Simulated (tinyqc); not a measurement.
Inside a calculation. Method: plane-wave Kohn-Sham cycle with exchange-only LDA in a layered model solid. Computed by tinyqc, a small Python program that keeps every step. Settings: points = 16, plane-wave index or count = 2, electrons = 2, k points = 1, area = 38.0, mixing = 0.8, iteration cap = 56, Kerker q0 = 0.93. Command: `OMP_NUM_THREADS=1 python tinyqc.py 31727 31728 out.jsonl` (the two numbers bound the seeds that draw the settings). One thread of a shared host (Intel(R) Xeon(R) Processor @ 2.60GHz), about 0.01 s of CPU time with the checks. Later iterations appear only in the table of the cycle.

## Iteration 1: potential

A solid whose potential varies along x alone (atomic units):
```
parameter                      value
period a                   16.000000
cross-section of the cell  38.000000
electrons per cell                 2
grid points                       16
plane waves -n..n, n               2
k points                           1
V1 in V1 cos(2 pi x/a)     -0.660000
```

density at the start, on the grid x_j = j a/N (e/bohr^3): [0.003289, 0.003289, 0.003289, 0.003289, 0.003289, 0.003289, 0.003289, 0.003289, 0.003289, 0.003289, 0.003289, 0.003289, 0.003289, 0.003289, 0.003289, 0.003289]

V_H(G) = 4 pi rho(G)/G^2 for G != 0 (uniform background); v_x = -(3 rho/pi)^(1/3); V = V_ext + V_H + v_x; Fourier components f(G_m) = (1/N) sum_j f(x_j) exp(-i G_m x_j).

Potentials on the grid (hartree):
```
x          V_ext     V_H      v_x        V
0.0000   -0.6600  0.0000  -0.1465  -0.8065
1.0000   -0.6098  0.0000  -0.1465  -0.7562
2.0000   -0.4667  0.0000  -0.1465  -0.6131
3.0000   -0.2526  0.0000  -0.1465  -0.3990
4.0000         0  0.0000  -0.1465  -0.1465
5.0000    0.2526  0.0000  -0.1465   0.1061
6.0000    0.4667  0.0000  -0.1465   0.3202
7.0000    0.6098  0.0000  -0.1465   0.4633
8.0000    0.6600  0.0000  -0.1465   0.5135
9.0000    0.6098  0.0000  -0.1465   0.4633
10.0000   0.4667  0.0000  -0.1465   0.3202
11.0000   0.2526  0.0000  -0.1465   0.1061
12.0000        0  0.0000  -0.1465  -0.1465
13.0000  -0.2526  0.0000  -0.1465  -0.3990
14.0000  -0.4667  0.0000  -0.1465  -0.6131
15.0000  -0.6098  0.0000  -0.1465  -0.7562
```

V(G_m), m = 0, 1, 2, ... (hartree): [-0.1465, -0.3300, 0.0000, 0.0000, 0.0000]

## Iteration 1: Hamiltonian at one k

k = 0.0000 2 pi / a

H(m,m') = (k + G_m)^2/2 delta + V(G_m - G_m'), with V(-G) = V(G).

H (hartree), order -2, -1, +0, +1, +2:
$$\begin{pmatrix}
0.1620 & -0.3300 & 0.0000 & 0.0000 & 0.0000 \\
-0.3300 & -0.0693 & -0.3300 & 0.0000 & 0.0000 \\
0.0000 & -0.3300 & -0.1465 & -0.3300 & 0.0000 \\
0.0000 & 0.0000 & -0.3300 & -0.0693 & -0.3300 \\
0.0000 & 0.0000 & 0.0000 & -0.3300 & 0.1620
\end{pmatrix}$$

## Iteration 1: levels at that k

Diagonalise the Hermitian matrix.

eigenvalues (hartree): [-0.6431, -0.3034, 0.0511, 0.3960, 0.5382]

## Iteration 1: new density

Motion across x is left out: the lowest 1 band(s) hold two electrons at each of the k points (j + 1/2)/nk - 1/2. Residual R = rho(out) - rho(in); rho(new) = rho(in) + 0.8 R, with R(G) scaled by G^2/(G^2 + 0.93^2) (Kerker). rho(out) = 2/(a A nk) sum |psi|^2 with psi = sum c exp(i G x). Harris energy E = band energy - dV sum rho (V_H/2 + v_x) + (3/4) dV sum rho v_x with rho(in), dV = a A/N, band energy = (2/nk) sum of the filled levels.

rho(out) (e/bohr^3): [0.013802, 0.011315, 0.006034, 0.001840, 0.000208, 0.000000, 0.000006, 0.000003, 0.000018, 0.000003, 0.000006, 0.000000, 0.000208, 0.001840, 0.006034, 0.011315]

density after iteration 1 (e/bohr^3): [0.005888, 0.004950, 0.003149, 0.002160, 0.002333, 0.002841, 0.003111, 0.003207, 0.003242, 0.003207, 0.003111, 0.002841, 0.002333, 0.002160, 0.003149, 0.004950]

energy per cell = -1.213028 hartree

## Iteration 2: potential

As before.

Potentials on the grid (hartree):
```
x          V_ext        V_H      v_x        V
0.0000   -0.6600     0.0844  -0.1778  -0.7534
1.0000   -0.6098     0.0692  -0.1678  -0.7084
2.0000   -0.4667     0.0339  -0.1443  -0.5771
3.0000   -0.2526  -4.42e-04  -0.1273  -0.3803
4.0000         0    -0.0219  -0.1306  -0.1525
5.0000    0.2526    -0.0317  -0.1395   0.0814
6.0000    0.4667    -0.0356  -0.1437   0.2874
7.0000    0.6098    -0.0370  -0.1452   0.4275
8.0000    0.6600    -0.0373  -0.1457   0.4769
9.0000    0.6098    -0.0370  -0.1452   0.4275
10.0000   0.4667    -0.0356  -0.1437   0.2874
11.0000   0.2526    -0.0317  -0.1395   0.0814
12.0000        0    -0.0219  -0.1306  -0.1525
13.0000  -0.2526  -4.42e-04  -0.1273  -0.3803
14.0000  -0.4667     0.0339  -0.1443  -0.5771
15.0000  -0.6098     0.0692  -0.1678  -0.7084
```

V(G_m), m = 0, 1, 2, ... (hartree): [-0.1450, -0.3066, 0.0034, -0.0015, -0.0001]

## Iteration 2: Hamiltonian at one k

k = 0.0000 2 pi / a

As before.

H (hartree), order -2, -1, +0, +1, +2:
$$\begin{pmatrix}
0.1634 & -0.3066 & 0.0034 & -0.0015 & -0.0001 \\
-0.3066 & -0.0679 & -0.3066 & 0.0034 & -0.0015 \\
0.0034 & -0.3066 & -0.1450 & -0.3066 & 0.0034 \\
-0.0015 & 0.0034 & -0.3066 & -0.0679 & -0.3066 \\
-0.0001 & -0.0015 & 0.0034 & -0.3066 & 0.1634
\end{pmatrix}$$

## Iteration 2: levels at that k

As before.

eigenvalues (hartree): [-0.5992, -0.2808, 0.0465, 0.3730, 0.5064]

## Iteration 2: new density

As before.

rho(out) (e/bohr^3): [0.013675, 0.011247, 0.006069, 0.001908, 0.000239, 0.000000, 0.000004, 0.000003, 0.000016, 0.000003, 0.000004, 0.000000, 0.000239, 0.001908, 0.006069, 0.011247]

density after iteration 2 (e/bohr^3): [0.007570, 0.006129, 0.003295, 0.001588, 0.001660, 0.002383, 0.002854, 0.003058, 0.003127, 0.003058, 0.002854, 0.002383, 0.001660, 0.001588, 0.003295, 0.006129]

energy per cell = -1.133839 hartree

## Convergence

Stop when sqrt(dV sum R^2) is below 1e-8, dV = a A/N.

Course of the cycle:
```
iteration  E (hartree)  norm of the residual
1            -1.213028              1.16e-01
2            -1.133839              9.39e-02
3            -1.073205              7.86e-02
4            -1.028021              6.69e-02
5            -0.994384              5.76e-02
6            -0.969312              4.99e-02
7            -0.950615              4.33e-02
8            -0.936686              3.77e-02
9            -0.926332              3.28e-02
10           -0.918662              2.85e-02
11           -0.913002              2.48e-02
...                ...                   ...
46           -0.898337              1.60e-04
47           -0.898338              1.39e-04
48           -0.898339              1.20e-04
49           -0.898339              1.04e-04
50           -0.898340              9.03e-05
51           -0.898340              7.84e-05
52           -0.898340              6.80e-05
53           -0.898340              5.90e-05
54           -0.898340              5.12e-05
55           -0.898340              4.44e-05
56           -0.898341              3.85e-05
```

Not converged within 56 iterations: the residual falls steadily but slowly, by a factor of about 0.87 a step. Reruns (cap 100 unless said): mixing 0.1: not converged; mixing 0.5, Kerker q0 1.0: not converged; mixing 0.3, Pulay depth 5: converged in 11 (E = -0.89834); the original settings with a cap of 400: converged in 115 (E = -0.89834).
